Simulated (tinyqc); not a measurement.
Hubbard chain of 2 sites, step by step. One step of it, computed by the program tinyqc.

Question. The many-body Hamiltonian. Basis: all placements (u, d, 2, 0 on each site), up operators ordered before down ones; hops carry the sign of the same-spin electrons passed.

one-body matrix (hopping and site energies) (eV):
```
           1          2
1  -0.210000  -1.340000
2  -1.340000  -0.560000
```

U = 10.800000 eV

electrons, up and down: 1  1

Give: H.

Answer.

H (eV), lower triangle:
```
         20       ud       du      02
20  10.3800
ud  -1.3400  -0.7700
du  -1.3400   0.0000  -0.7700
02   0.0000  -1.3400  -1.3400  9.6800
```
